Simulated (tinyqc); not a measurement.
Inside a calculation. Model: electroplating on a thin resistive seed layer: kinetics, Wagner number and the terminal effect across a wafer. Computed by tinyqc, a small Python program that keeps every step. Command: `OMP_NUM_THREADS=1 python tinyqc.py 3121128 3121129 out.jsonl terminal walk`. One thread of a shared host (Intel(R) Xeon(R) Processor @ 2.30GHz), about 0.02 s of CPU time with the checks. Intermediate numbers are printed to about 5 digits and carried at full precision; extremes and crossings named in words are read from the listed rows.

Current enters the seed at the rim. The bath is treated as a local resistance per area (no lateral flow in the liquid), two electrons per ion, molar volume 7.11 cm^3/mol, Faraday constant F = e N_A, kinematic viscosity 0.01 cm^2/s, omega = 2 pi x rpm/60; k_B T/e is in volts.

Inputs (values chosen for the exercise, of the order of those for copper plating on a thin cobalt or ruthenium seed):
```
quantity                               value         unit
wafer radius R                            10           cm
seed thickness t                          91           nm
seed resistivity                         4.3  microohm cm
bath conductivity kappa                0.036         S/cm
gap to the anode h                       2.1           cm
extra resistance of a porous plate         0     ohm cm^2
exchange current density i_0             0.6      mA/cm^2
cathodic transfer coefficient alpha     0.47            -
mean current density                      36      mA/cm^2
diffusivity of the metal ion         6.4e-06       cm^2/s
metal ion concentration                 0.87        mol/L
rotation rate                             30          rpm
temperature T                            298            K
```

Constants: e = 1.602176634e-19 C; N_A = 6.02214076e+23 1/mol; k_B = 8.617333262e-05 eV/K.

## Rate, limit and resistances

Growth rate = i V_m/(2 F). Levich limit i_L = 0.62 x 2 F D^(2/3) omega^(1/2) nu^(-1/6) c. Tafel overpotential eta = (k_B T/(alpha e)) ln(i/i_0); kinetic resistance k_B T/(alpha e i); bath resistance h/kappa + plate; R_s = resistivity/t; Wagner number = kinetic resistance x kappa/R.

growth rate = 795.85 nm/min

limiting current i_L = 137.01 mA/cm^2

overpotential = 223.70 mV

kinetic resistance = 1.5177 ohm cm^2

bath resistance R_b = 58.333 ohm cm^2

sheet resistance R_s = 0.47253 ohm/square

Wagner number = 0.0054638

## Linear estimate of the terminal effect

Linearised: with R_t = kinetic + bath resistance the current density obeys (1/r)(r i')' = i R_s/R_t, so i = A I_0(r/l), l = sqrt(R_t/R_s); with x = R/l, edge/centre = I_0(x) and edge/mean = x I_0(x)/(2 I_1(x)). Voltage drop in the seed for a uniform current: i R_s R^2/4.

length l = 11.254 cm

x = R/l = 0.88854

edge over centre, linear = 1.2073

edge over mean, linear = 1.0956

drop for uniform current = 425.27 mV

For small x edge/centre is 1 + x^2/4 = 1.197.

## Current distribution

Full model: seed potential phi(r) with (1/r)(r phi')' = R_s i, where i solves phi = R_b i + (k_B T/(alpha e)) ln(i/i_0) (phi being the driving voltage left at r); phi'(0) = 0 and phi'(R) = R_s i_mean R/2. Solved by collocation to a tolerance of 1e-7.

Across the wafer:
```
r/R   i (mA/cm^2)  i/mean  i/mean, linear
0.00       32.671  0.9075          0.9075
0.20       32.929  0.9147          0.9146
0.40       33.709  0.9364          0.9363
0.60       35.030  0.9731          0.9731
0.75       36.396  1.0110          1.0110
0.90       38.104  1.0584          1.0584
1.00       39.444  1.0957          1.0956
```

edge over centre, full model = 1.2073

The full model gives 1.21 against 1.21 from the linear form; the kinetic resistance, which the linear form holds fixed, is a small part of R_t here.

## As the film thickens, and with more bath resistance

The film is taken as uniform, with the seed resistivity; the last column adds 100 ohm cm^2 to R_b. Extra power of that plate = i^2 x 100 ohm cm^2 x area.

Edge over centre:
```
thickness (nm)  R_s (ohm/square)  as given  with 100 ohm cm^2 more
91.0                     0.47253    1.2073                  1.0753
136.5                    0.31502    1.1360                  1.0499
182.0                    0.23626    1.1011                  1.0373
273.0                    0.15751    1.0669                  1.0248
455.0                    0.09451    1.0399                  1.0148
910.0                    0.04725    1.0198                  1.0074
1820.0                   0.02363    1.0099                  1.0037
```

extra power = 40.715 W

The ratio falls below 1.1 from 273 nm on as given, and from 91.0 nm on with the added resistance: what counts is R_s R^2 against the sum of kinetic and bath resistance.

Checks made by the program: mean of the distribution (relative difference 2e-08).
